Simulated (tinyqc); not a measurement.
Lossy package transmission line with skin effect: two steps of the calculation.

A uniform line in a homogeneous dielectric: c = sqrt(er)/(c0 Z0), l = Z0 sqrt(er)/c0 (c0 = 299792458 m/s), g = w c td, w = 2 pi f. The resistance joins its limits as r = sqrt(r_dc^2 + r_hf^2), with r_dc = rho/(wd th), r_hf = kr rho/(2 delta (wd + th)), delta = sqrt(rho/(pi f mu0)), mu0 = 4 pi 1e-7 H/m; this is an interpolation, and internal inductance, up to 0.05 nH/mm at low frequency, is neglected.

Parameters, values chosen for the exercise:
- len = 15 mm (length)
- Rg = 10 ohm (source resistance)
- RL = 50 ohm (load resistance)
- CL = 0 fF (load capacitance)
- f = 0.72 GHz (frequency)

Problem 1. Propagation constant and impedance. gamma = sqrt((r + i w l)(g + i w c)) = alpha + i beta, Zc = sqrt((r + i w l)/(g + i w c)), roots with positive real part; loss 8.685889638 alpha in dB; phase velocity w/beta.

r = 0.070896336 ohm/mm
l = 0.34664998 nH/mm
c = 96.291660 pF/m
g = 0.0021780660 S/m

Wanted: gamma len; Zc; loss; phase velocity over c0; r/(w l).

Solution 1.

gamma len = 0.00984+0.39213i
Zc = 60.018-1.206i ohm
loss = 0.0056981 dB/mm
phase velocity over c0 = 0.57723
r/(w l) = 0.045209

Problem 2. Reflection, input impedance and transfer. ZL = 1/(1/RL + i w CL); reflection (ZL - Zc)/(ZL + Zc); Zin = Zc (ZL + Zc tanh(gamma len))/(Zc + ZL tanh(gamma len)); H = V_load/V_source = [Zin/(Zin + Rg)]/[cosh(gamma len) + (Zc/ZL) sinh(gamma len)].

gamma len = 0.00984018+0.39213106i
Zc = 60.018146-1.205861i ohm

Wanted: ZL; reflection at the load; Zin; H; |H|.

Solution 2.

ZL = 50.000+0.000i ohm
reflection at the load = -0.091168+0.009961i
Zin = 53.265+6.435i ohm
H = 0.72727-0.33920i
|H| = -1.9113 dB

Program tinyqc, `OMP_NUM_THREADS=1 python tinyqc.py 2810114 2810115 out.jsonl`; Intel Xeon 2.30GHz, shared host, one thread, about 0.01 s.
